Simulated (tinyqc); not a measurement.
# Koster-Slater impurity in a tight-binding band, by Green functions and by supercells, step by step

A worked calculation. Computed by tinyqc, a small Python program that keeps every step. Command: `OMP_NUM_THREADS=1 python tinyqc.py 3023561 3023562 out.jsonl kosterslater walk`. One thread of a shared host (Intel(R) Xeon(R) Processor @ 2.30GHz), about 0.06 s of CPU time with the checks. Intermediate numbers are printed to about 5 digits and carried at full precision; extremes and crossings named in words are read from the listed rows.

One orbital per site, e(k) = -2 t sum cos(k_i) over 3 direction(s), band from -6 t to 6 t, lattice constant 1. One site has the extra energy U. Spin is left out.

Inputs (values chosen for the exercise, for a model band):

| quantity | value | unit |
|---|---|---|
| hopping t | 0.57 | eV |
| impurity potential U | 3.1 | eV |
| supercell edge N | 2 | sites |
| energy inside the band E | 1.6 | eV |
| broadening eta | 0.057 | eV |
| impurity concentration c | 0.01 | per site |

Lattice: simple cubic.

Constants: hbar = 6.582119569e-16 eV s.

## The host Green function outside the band

Outside the band G0(E) = (1/pi) int_0^pi dk (2/(pi z)) K(16 t^2/z^2), z = E + 2 t cos k, K the complete elliptic integral with parameter m; 200 Gauss-Legendre points. A bound state solves 1/U = G0(E). Energies: 0.05, 0.2, 0.5, 1, 2, 4 and 8 t beyond the band edge on the side of U, rounded to four digits.

Scan on the side of U:

| E (eV) | G0 (1/eV) | 1/U - G0 (1/eV) |
|---|---|---|
| 3.448 | 0.41159 | -0.08901 |
| 3.534 | 0.37826 | -0.05568 |
| 3.705 | 0.34013 | -0.01755 |
| 3.990 | 0.29916 | 0.02342 |
| 4.560 | 0.24725 | 0.07533 |
| 5.700 | 0.18798 | 0.13460 |
| 7.980 | 0.12948 | 0.19310 |

G0 stays finite at the band edge, 0.252731/t in size, so binding needs |U| > 3.957 t.

## The bound state

Bisection in ln(distance from the edge) between 1e-5 t and |U| + t. Weight on the impurity site: -1/(U^2 dG0/dE), by a central difference with step min(1e-4 t, distance/30). Decay length along an axis: 1/arccosh(1 + distance/(2 t)).

level E_b = 3.8128 eV

distance from the band edge = 0.39276 eV

weight on the impurity site = 0.69924

decay length = 1.2377 sites

The state is compact: most of it sits on the impurity.

## Green function inside the band

Inside the band G0(z), z = E + i eta, comes from the chain form 1/(sqrt(y - 2t) sqrt(y + 2t)) (principal roots) at y = z + 2 t cos k + 2 t cos k', averaged over k and k' in (0, pi) with 200 Gauss-Legendre points each.

G0(E + i eta) = 0.51177-0.44573i 1/eV

## Scattering

T = U/(1 - U G0); phase shift delta = -arg(1 - U G0) in (-pi, pi]; host density of states -Im G0/pi; on the impurity -Im[G0/(1 - U G0)]/pi; lifetime of a band state hbar/(-2 c Im T).

T matrix = -0.8069-1.9010i eV

phase shift delta = -1.9722 rad

host density of states = 0.14188 1/eV

density of states on the impurity = 0.062968 1/eV

scattering lifetime = 17.312 fs

The Born approximation would take Im T = U^2 Im G0 = -4.28 eV, 2.25 times the full value.

## The supercell Hamiltonian at Gamma

H_ij = -t for each bond from i to j, images included (two bonds add when N = 2); H_11 = U; sites are numbered with the last coordinate running fastest. Diagonalise.

H (eV), lower triangle (symmetric):
```
       1      2      3      4      5      6      7     8
1   3.10
2  -1.14   0.00
3  -1.14   0.00   0.00
4   0.00  -1.14  -1.14   0.00
5  -1.14   0.00   0.00   0.00   0.00
6   0.00  -1.14   0.00   0.00  -1.14   0.00
7   0.00   0.00  -1.14   0.00  -1.14   0.00   0.00
8   0.00   0.00   0.00  -1.14   0.00  -1.14  -1.14  0.00
```

levels (eV): -3.2145  -1.1400  -1.1400  -0.4554  1.1400  1.1400  2.3491  4.4208

## The level in the supercell

In a periodic cell of N sites along each direction with Bloch vector K, the level solves 1/U = N^-d sum_k 1/(E - e(k)), k_i = (2 pi m_i + K_i)/N, m_i = 0..N-1; the outermost root on the side of U is taken (bisection). d is the number of directions. Gamma means K_i = 0, the zone corner K_i = pi, the quarter point K_i = pi/2. The error is measured against the isolated level E_b.

level at Gamma = 4.4208 eV

level at the corner = 3.1 eV

level at the quarter point = 3.7592 eV

error at Gamma = 0.60804 eV

width between Gamma and the corner = 1.3208 eV

Images turn the level into a band 1.32 eV wide; the quarter point misses the isolated level by -0.054 eV, far less than Gamma, because the leading hopping between images averages out there.

## Convergence with cell size

Even N; errors against the isolated level E_b, set to 0 below 1e-6 t.

Error of the level (eV):

| N | sites | Gamma | corner | quarter point |
|---|---|---|---|---|
| 2 | 8 | 6.0804e-01 | -7.1276e-01 | -5.3546e-02 |
| 4 | 64 | 6.7858e-02 | -5.3546e-02 | -1.0649e-03 |
| 6 | 216 | 8.7388e-03 | -6.9561e-03 | -2.8992e-05 |
| 8 | 512 | 1.2226e-03 | -1.0649e-03 | -8.6507e-07 |
| 10 | 1000 | 1.8625e-04 | -1.7301e-04 | 0 |
| 12 | 1728 | 3.0108e-05 | -2.8992e-05 | 0 |

The error at Gamma falls exponentially, between the last two resolved rows by exp(-0.911) per site against 1/(decay length) = 0.808; the rest is the power-law prefactor of the Green function. Gamma and the corner err in opposite directions. Among the sizes listed an error below 1 meV is first reached at N = 10 at Gamma; at the quarter point N = 6 is enough.

## Phase shift across the band

delta/pi = -arg(1 - U G0)/pi counts the states added below E (Friedel); host DOS = -Im G0/pi, DOS on the impurity = -Im[G0/(1 - U G0)]/pi; 13 evenly spaced energies from -(band edge + |U| + 2t) to +(band edge + |U| + 2t).

Across the spectrum:

| E (eV) | Re G0 (1/eV) | host DOS (1/eV) | DOS on the impurity (1/eV) | delta/pi |
|---|---|---|---|---|
| -7.6600 | -0.13528 | 0.00035 | 0.0002 | -0.00075 |
| -6.3833 | -0.16522 | 0.00053 | 0.0002 | -0.00108 |
| -5.1067 | -0.21417 | 0.00093 | 0.0003 | -0.00173 |
| -3.8300 | -0.31970 | 0.00262 | 0.0007 | -0.00409 |
| -2.5533 | -0.46914 | 0.06890 | 0.0106 | -0.08495 |
| -1.2767 | -0.51432 | 0.19007 | 0.0187 | -0.19726 |
| 0.0000 | 0.00000 | 0.24517 | 0.0366 | -0.37375 |
| 1.2767 | 0.51432 | 0.19007 | 0.0503 | -0.59890 |
| 2.5533 | 0.46914 | 0.06890 | 0.1049 | -0.68945 |
| 3.8300 | 0.31970 | 0.00262 | 3.5814 | -0.39316 |
| 5.1067 | 0.21417 | 0.00093 | 0.0082 | -0.00857 |
| 6.3833 | 0.16522 | 0.00053 | 0.0022 | -0.00334 |
| 7.6600 | 0.13528 | 0.00035 | 0.0010 | -0.00184 |

delta/pi starts and ends near zero (-0.001 and -0.002): the impurity moves states but creates none. delta/pi is negative in the band, down to -0.69 among these rows (-1 just below the level for small eta), and the lost state returns at the level above the band (3.813 eV).

Checks made by the program: G0 at the level by a direct sum over directions (relative difference below 1e-10); diagonalisation against the k sum (relative difference below 1e-10).
